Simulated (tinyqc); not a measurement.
Energy and delay of logic against supply voltage: two steps of the calculation.

One expression serves below and above threshold: I(Vg) = Ik [ln(1 + exp((Vg - VT + dd V)/(al nf Vt)))]^al, with I_on = I(V) and I_off = I(0). Gate delay td = kd C V/I_on, clock period LD td. Per gate and cycle the switching energy is act C V^2 and the leakage energy I_off V LD td. No short-circuit current, no variation. Minima are sought above 0.09 V; below a few Vt gates no longer switch and the model has no meaning.

Inputs (values chosen for the exercise); values of the order met in logic technologies: temperature T = 330 K; threshold voltage at zero drain bias VT = 0.27 V; slope factor nf = 1.14; barrier lowering per volt of supply dd = 0.06; specific current of a gate Ik = 0.32 uA; exponent of the current law al = 1.34; load capacitance of a gate C = 0.4 fF; delay factor kd = 0.6; logic depth LD = 12; activity factor act = 0.05; supply voltage V = 0.94 V.

Constants: q = 1.602176634e-19 C, kB = 1.380649e-23 J/K, Vt = kB T/q. Results are converted to the units shown.

Question 1. Currents, delay and energies. I_on, I_off, td, clock frequency 1/(LD td), both energies and their sum.

Find: I_on; I_off; td; clock frequency; switching energy; leakage energy; energy.

Answer 1.

I_on = 13.943 uA
I_off = 0.43805 nA
td = 16.181 ps
clock frequency = 5.1502 GHz
switching energy = 17.672 aJ
leakage energy = 0.079952 aJ
energy = 17.752 aJ

I_on/I_off = 31800; leakage makes up 0.450 % of the energy.

Question 2. New V. Minimum-energy supply: E(V) is the energy per gate and cycle; with h = 0.001 V, E' = (E(V + h) - E(V - h))/(2 h), E'' = (E(V - h) - 2 E(V) + E(V + h))/h^2, V(new) = V - E'/E''.

V after iteration 1 = 0.16830672 V

Give: E'; E''; V after iteration 2.

Answer 2.

E' = -1.6696 aJ/V
E'' = 169.22 aJ/V^2
V after iteration 2 = 0.17817 V

Computed by the program tinyqc: `OMP_NUM_THREADS=1 python tinyqc.py 2082027 2082028 out.jsonl`, one thread of a shared Intel Xeon 2.30GHz, about 0.01 s for the whole run.
